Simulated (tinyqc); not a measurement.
Worked calculation: tight binding, honeycomb lattice. One step of it, computed by the program tinyqc.

Question. Bloch Hamiltonian at k. H_AB = -t1 (1 + exp(-i k.a1) + exp(-i k.a2)); H_AA = delta - 2 t2 sum cos(k.b + phi), H_BB = -delta - 2 t2 sum cos(k.b - phi), b = a1, a2 - a1, -a2.

Parameters chosen for this model:
```
parameter     value                        unit
t1         2.290000                 eV, nearest
t2                0       eV, second neighbours
phi        1.570000  rad, phase of t2 (Haldane)
delta             0          eV, +/- on A and B
```

k point k (fractions of the reciprocal vectors): -0.020000  0.020000

Give: H(k) at k.

Answer.

H(k) at k (eV):
```
         A        B
A   0.0000  -6.8339
B  -6.8339   0.0000
```
